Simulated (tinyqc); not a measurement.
Free-carrier absorption and index change in the near infrared: free-carrier optics of a doped semiconductor (Drude model with one polar phonon).

eps(E) = ei [1 - Ep^2/(E^2 + i E Gam)] + (es - ei) wT^2/(wT^2 - E^2 - i E gT), with Ep^2 = 8 pi c (e^2/(4 pi eps0)) N/(m ei), c = hbar^2/2m0, N in 1/angstrom^3 (1e-24 per 1/cm^3); Gam = hbar/tau, tau = mu m m0/e with m0/e = 5.685630e-12 kg/C and mu in m^2/(V s). Energies in meV.

n + i k = sqrt(eps1 + i eps2) with k >= 0; R = ((n - 1)^2 + k^2)/((n + 1)^2 + k^2) at normal incidence from vacuum; alpha = 2 E k/(hbar c), times 1e8 for 1/cm; loss function Im(-1/eps) = eps2/(eps1^2 + eps2^2).

Constants: hbar^2/2m0 = 3.80998211 eV angstrom^2; e^2/(4 pi eps0) = 14.39964547 eV angstrom; hbar = 6.58211957e-16 eV s; hbar c = 1973.269805 eV angstrom.

Inputs chosen for the exercise (mass and dielectric values near those of SiC; N and mu are free inputs; interband absorption and the rise of the mass with filling are left out; shifted at random, so the results belong to these values and not to a real crystal):
```
symbol  value    unit        meaning
N       3.5e+18  1/cm^3      carrier density
m       0.366    m0          conductivity mass
mu      200      cm^2/(V s)  mobility
ei      6.5                  high-frequency dielectric constant
```

At the wavelengths listed E = hc/lambda (hc = 1239.841984 eV nm). Approximate forms: alpha = ei Ep^2 Gam/(E^2 sqrt(ei) hbar c) and dn = -sqrt(ei) Ep^2/(2 E^2). The phonon term is left out here.

Free carriers:
```
lambda (micrometre)  E (meV)  alpha (1/cm)  alpha, approximate        dn  dn, approximate
1.31                   946.4          4.63                4.63  -0.00289         -0.00289
2.00                   619.9          10.8                10.8  -0.00673         -0.00673
3.00                   413.3          24.4                24.3   -0.0152          -0.0151
5.00                   248.0          68.3                67.4   -0.0422          -0.0421
8.00                   155.0           178                 173    -0.109           -0.108
10.60                  117.0           322                 303    -0.193           -0.189
```

Give the missing row, lambda (micrometre) = 1.55.

Computed row:
```
lambda (micrometre)  E (meV)  alpha (1/cm)  alpha, approximate        dn  dn, approximate
1.55                   799.9          6.49                6.48  -0.00404         -0.00404
```

At 1.55 micrometre alpha = 6.49 1/cm and dn = -0.00404; a phase shift of pi needs a length lambda/(2 |dn|) = 192 micrometre, over which the loss is 0.54 dB. The approximate alpha is within 5 % up to 8 micrometre of the wavelengths listed; it needs photon energies well above both Ep and Gam, which lie at 27.5 and 78.4 micrometre. Interband and intervalley absorption are left out.

tinyqc: `OMP_NUM_THREADS=1 python tinyqc.py 1651437 1651438 out.jsonl`; about 0.01 s, one thread, shared Intel(R) Xeon(R) Processor @ 2.30GHz.
